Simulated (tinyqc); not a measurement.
Convergence with the size of the ring: vibrations of a mass or spring defect in a linear chain. Computed by tinyqc, a small Python program. Command: `OMP_NUM_THREADS=1 python tinyqc.py 3001015 3001016 out.jsonl localmode walk`. One thread of a shared host (Intel(R) Xeon(R) Processor @ 2.30GHz), about 0.01 s of CPU time with the checks.

A ring of N atoms with nearest-neighbour springs k and motion along the chain. Atom 1 is the defect, of mass M', and its two springs are k'. Odd sites are A (the defect replaces an A atom), even sites B.

Inputs (values chosen for the exercise, for a model chain):
```
quantity                         value           unit
spring constant k                  4.2  eV/angstrom^2
mass M_A                          76.5              u
mass M_B                           262              u
defect mass M'                    26.9              u
spring ratio k'/k at the defect   0.93              -
```

Host: diatomic.

Constants: nu for 1 eV/(angstrom^2 u) = 15.6333042 THz.

Method:
- Host bands: lambda from 0 to 2k/M(heavy) and from 2k/M(light) to 2k (1/M_A + 1/M_B).
- nu = 15.6333042 THz x sqrt(lambda), lambda in eV/(angstrom^2 u).
- D_ii = (sum of the two springs at i)/M_i, D_ij = -k_ij/sqrt(M_i M_j) for neighbours, closed into a ring.
- The same matrix for 120 atoms; amplitudes are the mass-weighted eigenvector, in size, relative to the defect, for the highest mode; its weight is the squared component of the normalised eigenvector on the defect.

band edges (THz): 0.00000  2.79924  5.18036  5.88828

ratio to the top of the host band = 1.46960

highest frequency, long ring = 8.65344 THz

weight of the highest mode on the defect = 0.943038

Highest mode:
```
N    frequency (THz)  weight on the defect  modes outside the bands
4             8.6569               0.94020                        1
6             8.6535               0.94295                        1
8             8.6534               0.94304                        1
12            8.6534               0.94304                        1
20            8.6534               0.94304                        1
40            8.6534               0.94304                        1
80            8.6534               0.94304                        1
120           8.6534               0.94304                        1
```

The local mode is within 0.01 % of its final value from N = 6 on, and its weight on the defect settles at 0.943: a bound mode needs only a cell larger than its decay length.

Extremes, crossings and ranges named in words are read from the listed rows.
